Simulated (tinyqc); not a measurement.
Inside a calculation. Method: Luttinger-Kohn k.p, four valence bands. One step of it, computed by the program tinyqc.

Problem. Bloch Hamiltonian at k. P = c g1 k^2, Q = c g2 (kx^2 + ky^2 - 2 kz^2), R = c sqrt3 [-g2 (kx^2 - ky^2) + 2i g3 kx ky], S = 2 c sqrt3 g3 (kx - i ky) kz, c = hbar^2/2m = 3.809982 eV angstrom^2; rows [P+Q, -S, R, 0], [-S*, P-Q, 0, R], [R*, 0, P-Q, S], [0, R*, S*, P+Q]. The path ends lie at |k| = 0.06 1/angstrom.

Luttinger parameters chosen for this model; energies are counted downward from the top of the valence band:
```
parameter     value  unit
g1         4.400000
g2         1.290000
g3         1.610000
```

k point k (1/angstrom): -0.005000  0.040000  0.039000

Give: H(k) at k.

Solution.

H(k) at k (eV), lower triangle (Hermitian):
```
                 3/2             1/2             -1/2    -3/2
3/2           0.0458
1/2   0.0041-0.0331i          0.0597
-1/2  0.0134+0.0042i          0.0000           0.0597
-3/2          0.0000  0.0134+0.0042i  -0.0041+0.0331i  0.0458
```
